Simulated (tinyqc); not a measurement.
## Model parameters from four stresses

Problem. The threshold shift of a transistor under bias-temperature stress follows dV = A (V/V0)^g exp[-(Ea q/kB)(1/T - 1/T0)] (t/1 s)^n. Find n, A, g and Ea.

Parameters, values chosen for the exercise:
- V0 = 1.4 V (reference stress voltage)
- T0 = 398 K (reference temperature)

Constants: q = 1.602176634e-19 C, kB = 1.380649e-23 J/K. Results are converted to the units shown.

dV at (V0, T0, 10 s), (V0, T0, 1000 s), (1.1 V, T0, 1000 s) and (V0, 423 K, 1000 s) (mV): [12.996124, 32.644788, 7.3190494, 39.458153]

Solution. Each pair differs in one condition, and the logarithm of its ratio gives one exponent.

n = 0.2000
A = 8.200 mV
g = 6.200
Ea = 0.1100 eV

tinyqc, about 0.01 s, one thread, Intel Xeon 2.30GHz (shared host): `OMP_NUM_THREADS=1 python tinyqc.py 2070134 2070135 out.jsonl`
